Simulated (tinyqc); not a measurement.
p-n diode with diffusion and depletion-layer recombination: two steps of the calculation.

Abrupt junction in the depletion approximation, low injection, full ionisation, neutral widths fixed, ohmic contact on the p side. Vj is the junction voltage; where a series resistance Rs is given, V = Vj + J Rs is the terminal voltage.

Values chosen for this exercise; band and dielectric values those of a made-up semiconductor:
- T = 300 K (temperature)
- Eg = 1.01 eV (band gap)
- eps_r = 8.87 (relative permittivity)
- Nc = 2.31e19 cm^-3 (conduction-band density of states at T)
- Nv = 2.56e19 cm^-3 (valence-band density of states at T)
- Na = 3.8e16 cm^-3 (acceptor density)
- Nd = 1.7e16 cm^-3 (donor density)
- tn = 2e-8 s (electron lifetime)
- tp = 8e-9 s (hole lifetime)
- Rs = 0.00013 ohm cm^2 (series resistance)
- Et = 0 eV (trap level above the intrinsic level)
- Vj = 0.47 V (junction voltage at which recombination is evaluated)
- V = 0.6 V (terminal voltage)

Constants: q = 1.602176634e-19 C, kB = 1.380649e-23 J/K, Vt = kB T/q, eps0 = 8.8541878128e-14 F/cm where lengths are in cm. Results are converted to the units shown.

Problem 1. Recombination in the depleted layer. ni = sqrt(Nc Nv) exp(-Eg/(2 Vt)), Eg in volts. Vbi = Vt ln(Na Nd/ni^2), W = sqrt(2 eps0 eps_r (Vbi - Vj)(1/Na + 1/Nd)/q), xp = W Nd/(Na + Nd), xn = W Na/(Na + Nd); u(x) = q Na (x + xp)^2/(2 eps0 eps_r) for x < 0 and Vbi - Vj - q Nd (xn - x)^2/(2 eps0 eps_r) for x > 0; p = Na exp(-u/Vt), n = Nd exp((u - Vbi + Vj)/Vt); U = ni^2 (exp(Vj/Vt) - 1)/(tp (n + ni exp(Et/Vt)) + tn (p + ni exp(-Et/Vt))); J_scr = q times the integral of U from -xp to xn. Trapezoid rule on 15 equal steps.

Find: W; x; u; n; p; U; J_scr.

Solution 1.

W = 124.31 nm

```
point	x (nm)	u (V)	n (cm^-3)	p (cm^-3)	U (cm^-3 s^-1)
0	-38.422	0.00000	1.3197e13	3.8000e16	6.5974e20
1	-30.135	0.00266	1.4628e13	3.4282e16	7.3128e20
2	-21.848	0.01065	1.9922e13	2.5171e16	9.9580e20
3	-13.561	0.02396	3.3338e13	1.5042e16	1.6654e21
4	-5.274	0.04259	6.8544e13	7.3162e15	3.4143e21
5	3.013	0.06604	1.6978e14	2.9538e15	8.2977e21
6	11.301	0.08867	4.0737e14	1.2310e15	1.7986e22
7	19.588	0.10891	8.9142e14	5.6256e14	2.7277e22
8	27.875	0.12677	1.7790e15	2.8189e14	2.5236e22
9	36.162	0.14225	3.2377e15	1.5488e14	1.7291e22
10	44.449	0.15535	5.3741e15	9.3314e13	1.1178e22
11	52.736	0.16607	8.1350e15	6.1644e13	7.5620e21
12	61.023	0.17441	1.1230e16	4.4653e13	5.5266e21
13	69.310	0.18036	1.4139e16	3.5467e13	4.4057e21
14	77.598	0.18394	1.6235e16	3.0889e13	3.8428e21
15	85.885	0.18513	1.7000e16	2.9499e13	3.6713e21
```

J_scr = 0.018266 A/cm^2

Problem 2. New Vj. Diffusion current alone: J = J0 (exp(Vj/Vt) - 1), g = Vj + J Rs - V, g' = 1 + Rs J0 exp(Vj/Vt)/Vt, Vj(new) = Vj - g/g'.

Vj at the start = 0.3 V
J0 = J0n + J0p = 3.5454114e-9 A/cm^2

Give: J; g; g'; Vj after iteration 1.

Solution 2.

J = 3.885e-4 A/cm^2
g = -0.3000 V
g' = 1.000
Vj after iteration 1 = 0.6000 V

Program tinyqc, `OMP_NUM_THREADS=1 python tinyqc.py 2260138 2260139 out.jsonl`; Intel Xeon 2.30GHz, shared host, one thread, about 0.01 s.
